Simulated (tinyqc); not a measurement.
Stark shift: graded (staircase) quantum well by finite differences.

Finite differences on points z_i at the centres of cells of width h: H_ii = (c/h^2)(1/m_(i-1/2) + 1/m_(i+1/2)) + V_i, H_(i,i+1) = -(c/h^2)/m_(i+1/2), where m_(i+1/2) is the mean of the masses at the two points (the end values are repeated outwards), psi = 0 on the points beyond both ends, c = hbar^2/2m0. The field adds e F (z - z0) with z0 the middle of the structure; 1 kV/cm = 1e-5 eV/angstrom.

Constants: hbar^2/2m0 = 3.80998211 eV angstrom^2.

Parameters, chosen for this exercise (out of a larger set: near those of a strained Si well in SiGe; not measured data):
- layers = ((20, 0.188, 0.969), (5, 0.084, 0.9329), (5, 0.021, 0.9112), (5, 0, 0.904), (5, 0.021, 0.9112), (5, 0.084, 0.9329), (20, 0.188, 0.969)) (each layer: thickness in angstrom, band edge in eV, mass in m0)
- hf = 0.3125 angstrom (cell width of the fine grid)
- Fs = (0, 33.3, 66.7, 100, 133, 167, 200) kV/cm (fields)

Fine grid. Perturbation theory: dE1 = e F z_11 - beta (e F)^2 with beta = sum_j z_1j^2/(E_j - E_1) over the 13 next levels at zero field, z from z0.

Levels against field:
```
F (kV/cm)  E1 (eV)  E2 (eV)  dE1 (meV)  second order (meV)  <z - z0> (angstrom)  E2 - E1 (meV)
0           0.0595   0.1676       0.00                0.00                  0.0          108.1
33.3        0.0595   0.1675      -0.04               -0.04                 -0.2          108.0
66.7        0.0594   0.1671      -0.16               -0.16                 -0.5          107.7
100         0.0592   0.1664      -0.35               -0.35                 -0.7          107.2
133         0.0589   0.1654      -0.62               -0.62                 -0.9          106.5
200         0.0581   0.1626      -1.41               -1.40                 -1.4          104.5
```

Give the missing row, F (kV/cm) = 167.

Computed row:
```
F (kV/cm)  E1 (eV)  E2 (eV)  dE1 (meV)  second order (meV)  <z - z0> (angstrom)  E2 - E1 (meV)
167         0.0586   0.1641      -0.98               -0.98                 -1.2          105.6
```

z_11 = 0.00 angstrom
beta = 350.7 angstrom^2/eV

At zero field the state is centred, so the shift starts as F^2; it turns linear only if the state is pulled to one side. At 200 kV/cm E1 has moved by -1.41 meV, where second order gives -1.40 meV; they differ by 0.7 % there. The electron moves by -1.4 angstrom, against the rise of the potential. From 66.7 kV/cm on E2 lies above the lowest point of the outer barrier, so it is a resonance or a state of the finite grid, held or pushed up by its ends. E2 - E1 shrinks with the field; the ends are 108.1 and 104.5 meV.

Program tinyqc; command `OMP_NUM_THREADS=1 python tinyqc.py 1250467 1250468 out.jsonl`; about 0.01 s on one thread of a shared Intel(R) Xeon(R) Processor @ 2.30GHz.
